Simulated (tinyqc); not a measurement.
Worked calculation: composition and strain of an epitaxial Si(1-x)Ge(x) layer from Raman and X-ray peaks. Computed by tinyqc, a small Python program that keeps every step. Command: `OMP_NUM_THREADS=1 python tinyqc.py 3000349 3000350 out.jsonl epiraman walk`. One thread of a shared host (Intel(R) Xeon(R) Processor @ 2.30GHz), about 0.01 s of CPU time with the checks. Intermediate numbers are printed to about 6 digits and carried at full precision; extremes and crossings named in words are read from the listed rows.

A (001) layer, biaxially strained in the plane. The Raman peaks follow empirical lines omega = w0 + c1 x + c3 x^3 + b eps (c3 for Si-Ge alone), with eps the in-plane strain.

Inputs (values chosen for the exercise, modelled on silicon-germanium):
```
quantity                        value      unit
Ge fraction x                     0.8         -
degree of relaxation R           0.19         -
lattice constant of Si          5.431  angstrom
lattice constant of Ge          5.658  angstrom
bowing B                        0.028  angstrom
2 C12/C11 of Si                 0.778         -
2 C12/C11 of Ge                 0.756         -
Si-Si: w0                         521      1/cm
Si-Si: c1                       -69.5      1/cm
Si-Si: strain coefficient b      -711      1/cm
Si-Ge: w0                         400      1/cm
Si-Ge: c1                        24.8      1/cm
Si-Ge: c3                         -34      1/cm
Si-Ge: strain coefficient b      -540      1/cm
Ge-Ge: w0                       280.1      1/cm
Ge-Ge: c1                        19.1      1/cm
Ge-Ge: strain coefficient b      -476      1/cm
uncertainty of a Raman peak       0.2      1/cm
X-ray wavelength             1.540598  angstrom
```

Substrate: silicon. Pair of peaks used: Si-Si and Ge-Ge.

## Lattice constants and strain

Relaxed lattice constant a(x) = a_Si + (a_Ge - a_Si) x - B x (1 - x). In-plane constant a_par = a_sub + R (a(x) - a_sub); eps = a_par/a(x) - 1; eps_perp = -(2 C12/C11) eps with 2 C12/C11 linear in x; a_perp = a(x) (1 + eps_perp).

relaxed constant a(x) = 5.60812 angstrom

substrate constant a_sub = 5.431 angstrom

a_par = 5.46465 angstrom

in-plane strain eps = -25.5820 per mille

strain along the normal = 19.4526 per mille

a_perp = 5.71721 angstrom

The layer is under compression in the plane and is stretched along the normal. Caution: strains above 2 % survive only in layers a few nanometres thick, and the linear relations lose accuracy.

## Raman peaks

Insert x and eps in the three lines; the strain part is b eps.

Si-Si peak = 483.589 1/cm

Si-Ge peak = 416.246 1/cm

Ge-Ge peak = 307.557 1/cm

strain parts (1/cm): Si-Si 18.1888, Si-Ge 13.8143, Ge-Ge 12.1771

Read as unstrained, the Si-Si peak would give x = 0.538 in place of 0.8.

## X-ray (004) reflection

Bragg angle theta = arcsin(2 lambda/a) for (004), for the substrate with a_sub and the layer with a_perp; separation in arc seconds.

theta of the substrate = 34.5646 degree

theta of the layer = 32.6111 degree

separation, layer less substrate = -7032.74 arcsec

## Back from two peaks to composition and strain

Unknowns x and eps (per mille). Newton steps: J d = (measured - model), J = [d omega/dx, d omega/d eps] for the two peaks; start at x = 0.5, eps = 0; stop when |d| < 1e-9. The peaks are rounded to 0.001 per cm; R = (a(x)(1 + eps) - a_sub)/(a(x) - a_sub).

peaks used (1/cm): Si-Si 483.589, Ge-Ge 307.557

Iterations:
```
step         x  eps (per mille)  residual 1 (1/cm)  residual 2 (1/cm)
0     0.500000           0.0000             -2.661             17.907
1     0.799997         -25.5820              0.000              0.000
```

recovered x = 0.799997

recovered eps = -25.5820 per mille

recovered R = 0.19

## Which pair of peaks is best

For each pair invert J = [d omega/dx, d omega/d eps] at the true x. Independent errors of the given size in both peaks give sigma_x and sigma_eps = uncertainty x (norm of the rows of the inverse of J).

Error propagation:
```
pair                det J     sigma_x  sigma_eps (per mille)
Si-Si and Si-Ge   8.74872   0.0204102                1.83865
Si-Si and Ge-Ge   46.6621  0.00366733               0.308931
Si-Ge and Ge-Ge  29.58248  0.00486669               0.302610
```

The pair Si-Si and Ge-Ge fixes x best (sigma_x = 0.0037) and Si-Si and Si-Ge worst (0.020), a factor 5.6. Strain moves all peaks the same way, so a good pair needs different ratios of composition slope to strain coefficient, best of opposite sign; the slopes here are -69.5, -40.5 and 19.1 per cm for Si-Si, Si-Ge and Ge-Ge. Errors in the coefficients themselves are not counted.

## Relaxation at fixed composition

(004) Bragg angle theta = arcsin(2 lambda/a), with a = a_perp for the layer and a_sub for the substrate; separation = layer less substrate. The apparent x is the one that a fully strained layer (R = 0) would need to give the same a_perp.

Signatures; columns: (1) R; (2) eps (per mille); (3) Si-Si (1/cm); (4) Ge-Ge (1/cm); (5) a_perp (angstrom); (6) (004) separation (arcsec); (7) apparent x if R = 0 is assumed:
```
(1)        (2)      (3)      (4)      (5)       (6)       (7)
0.00  -31.5828  487.855  310.413  5.74280  -7620.25  0.800000
0.15  -26.8454  484.487  308.158  5.72260  -7156.95  0.752262
0.30  -22.1079  481.119  305.903  5.70240  -6689.70  0.704043
0.50  -15.7914  476.628  302.897  5.67546  -6060.45  0.638974
0.70   -9.4748  472.137  299.890  5.64852  -5423.94  0.572981
0.85   -4.7374  468.768  297.635  5.62832  -4941.71  0.522854
1.00    0.0000  465.400  295.380  5.60812  -4455.25  0.472164
```

Full relaxation moves the Si-Si peak by -22.46 per cm and shrinks the X-ray separation to 58 % of its strained value, about 1/(1 + 2 C12/C11). A symmetric reflection alone cannot part x from R: a relaxed layer read as strained gives x = 0.472 in place of 0.8. An asymmetric reflection or a second peak is needed.

Checks made by the program: recovered composition (relative difference 3e-06).
